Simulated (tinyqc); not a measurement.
Inside a calculation. Model: Raman shift of the zone-centre optical phonon of a diamond-structure crystal under stress. Computed by tinyqc, a small Python program that keeps every step. Command: `OMP_NUM_THREADS=1 python tinyqc.py 3021156 3021157 out.jsonl ramanstress walk`. One thread of a shared host (Intel(R) Xeon(R) Processor @ 2.30GHz), about 0.01 s of CPU time with the checks. Intermediate numbers are printed to about 6 digits and carried at full precision; extremes and crossings named in words are read from the listed rows.

Axes x, y, z are the cube axes. Strain shifts the threefold optical mode and can split it; p, q and r are the phonon deformation potentials.

Inputs (values chosen for the exercise, modelled on diamond): unstrained frequency omega_0 = 1333 1/cm; p/omega_0^2 = -2.68; q/omega_0^2 = -1.79; r/omega_0^2 = -1.95; C11 = 1092 GPa; C12 = 123.7 GPa; C44 = 569.8 GPa; stress sigma (tension positive) = 0.11 GPa; polarisation angle phi = 30 degree; temperature coefficient d omega/dT = -0.011 1/(cm K); local temperature T = 310 K; laser wavelength = 632.8 nm.

Stress state: biaxial. Axis: [110].

Constants: h = 6.62607015e-34 J s; c = 299792458 m/s; k_B = 1.380649e-23 J/K.

## Compliances

S11 = (C11 + C12)/D, S12 = -C12/D, D = (C11 - C12)(C11 + 2 C12), S44 = 1/C44.

S11 = 0.937360 1/TPa

S12 = -0.0953783 1/TPa

S44 = 1.75500 1/TPa

## Stress and strain tensors

Equal biaxial stress in the plane normal to the axis (unit vector n): sigma_ij = sigma (delta_ij - n_i n_j). eps_xx = S11 sigma_xx + S12 (sigma_yy + sigma_zz), and cyclic; eps_xy = S44 sigma_xy/2 (tensor strain).

stress (GPa), rows x, y, z:
```
[[0.055, -0.055, 0.000],
 [-0.055, 0.055, 0.000],
 [0.000, 0.000, 0.110]]
```

strain (per mille), rows x, y, z:
```
[[0.0358174, -0.0482625, 0.0000000],
 [-0.0482625, 0.0358174, 0.0000000],
 [0.0000000, 0.0000000, 0.0926179]]
```

volume strain = 0.164253 per mille

## Secular matrix and shifts

Secular matrix: M_xx = p eps_xx + q (eps_yy + eps_zz), M_xy = 2 r eps_xy; its eigenvalues are omega^2 - omega_0^2, and the shifts are these over 2 omega_0.

M/(2 omega_0) (1/cm), rows x, y, z:
```
[[-0.217205, 0.125451, 0.000000],
 [0.125451, -0.217205, 0.000000],
 [0.000000, 0.000000, -0.250899]]
```

shifts, in rising order (1/cm): [-0.342657, -0.250899, -0.091754]

All three modes are split. Tension softens every mode.

## Mean shift and Grueneisen parameter

gamma = -(p + 2q)/(6 omega_0^2); the mean of the three shifts is -gamma omega_0 x (volume strain).

mode Grueneisen parameter gamma = 1.04333

mean shift = -0.228437 1/cm

## The line seen from a (001) surface

Backscattering from a (001) surface: incident polarisation (cos phi, sin phi, 0). With Raman tensors (R_z)_xy = (R_z)_yx = 1 and cyclic, only the z component u_z of a mode counts: I = u_z^2 sin^2(2 phi) for parallel and u_z^2 cos^2(2 phi) for crossed polarisers. An unresolved line sits at the intensity-weighted shift, which is M_zz/(2 omega_0).

total intensity, parallel = 0.75

total intensity, crossed = 0.25

shift of the observed line = -0.250899 1/cm

shift per stress = -2.28090 1/(cm GPa)

stress per shift = -438.424 MPa cm

The z-polarised mode is an eigenmode here, so one line is seen. Caution: this stress has components normal to the (001) face, so it cannot reach a free (001) surface; it can act on buried material.

## The same stress in different states

Uniaxial: sigma n n^T; biaxial: sigma (1 - n n^T); hydrostatic: sigma 1. The line seen from (001) is taken as unresolved, at the intensity-weighted shift M_zz/(2 omega_0).

Shifts (1/cm):
```
state                     lowest     middle    highest  line seen from (001)
uniaxial [100]         -0.159143  -0.091756  -0.091756             -0.091756
uniaxial [110]         -0.250901  -0.091756   0.000002             -0.091756
uniaxial [001]         -0.159143  -0.091756  -0.091756             -0.159143
uniaxial [111]         -0.281487  -0.030584  -0.030584             -0.114218
biaxial, normal [001]  -0.250899  -0.250899  -0.183512             -0.183512
biaxial, normal [111]  -0.312071  -0.312071  -0.061168             -0.228437
hydrostatic            -0.342655  -0.342655  -0.342655             -0.342655
```

Seen from (001), uniaxial stress along [100] and along [110] give the same shift (-0.092), and equal biaxial stress in the plane gives twice as much (-0.184), since only sigma_xx + sigma_yy and sigma_zz enter M_zz. Stress along [001] gives -0.159. One measured shift therefore fixes the stress only once its state is assumed: read as uniaxial in the plane, a shift implies twice the stress that it does read as biaxial.

## Heating mistaken for stress

A temperature above 300 K shifts the line by (d omega/dT)(T - 300 K); divided by the shift per stress it poses as a stress; the total shift adds it to the shift of the observed line. The anti-Stokes to Stokes ratio is [(omega_L + omega_0)/(omega_L - omega_0)]^3 exp(-h c omega_0/(k_B T)) in photon counts, omega_L = 1/wavelength, resonance effects left out.

thermal shift = -0.11 1/cm

apparent stress from heating = 0.0482266 GPa

total shift = -0.360899 1/cm

anti-Stokes/Stokes ratio = 0.00341553

Heating poses as tension, 44 % of the true stress in size; the intensity ratio gives T apart from the shift.

Checks made by the program: mean of the eigenvalues against the trace rule (relative difference below 1e-10); weighted mean of the modes against M_zz (relative difference below 1e-10).
